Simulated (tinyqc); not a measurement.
Raising U: Hubbard chain of 6 sites, mean field against exact. Computed by the program tinyqc. Collinear unrestricted mean field (the lowest of 40 random starts) against exact diagonalisation.

one-body matrix (hopping and site energies) (eV):
```
         1        2        3        4        5        6
1   0.0000  -1.5600   0.0000   0.0000   0.0000   0.0000
2  -1.5600   0.0000  -1.5600   0.0000   0.0000   0.0000
3   0.0000  -1.5600   0.0000  -1.5600   0.0000   0.0000
4   0.0000   0.0000  -1.5600   0.0000  -1.5600   0.0000
5   0.0000   0.0000   0.0000  -1.5600   0.0000  -1.5600
6   0.0000   0.0000   0.0000   0.0000  -1.5600   0.0000
```

electrons, up and down: 3  3

Exact and mean-field results (eV):
```
U            U/t    E exact  E mean field  mean |n_up - n_down|  double occupancy, exact  first gap in the sector
0.7800    0.5000  -9.786227     -9.731153                0.0000                   0.2265                   1.2358
1.5600    1.0000  -8.781073     -8.561153                0.0000                   0.2031                   1.1075
3.1200    2.0000  -7.092250     -6.313358                0.4041                   0.1584                   0.9026
4.6800    3.0000  -5.797065     -4.728565                0.6726                   0.1197                   0.7461
6.2400    4.0000  -4.824402     -3.701011                0.8030                   0.0896                   0.6257
9.3600    6.0000  -3.536069     -2.541537                0.9093                   0.0522                   0.4618
12.4800   8.0000  -2.758234     -1.925450                0.9485                   0.0329                   0.3612
18.7200  12.0000  -1.896018     -1.292754                0.9770                   0.0160                   0.2487
31.2000  20.0000  -1.156725     -0.778438                0.9917                   0.0061                   0.1518
```

What does the comparison show, and why?

In absolute terms mean field is worst at U/t = 4.0, 1.123 eV too high: at small U it is nearly exact, and at large U it misses only exchange-scale energies. Its local moments set in at U/t = 2.0 of those listed, a broken symmetry that the exact state of a finite cluster with equal spins does not have. Relative to the exact energy its error is 0.6 % at the smallest U, 33 % at most and 33 % at the largest. The double occupancy falls from 0.226 to 0.006; at the largest U the first gap is 0.49 times the exchange scale 4t^2/U.
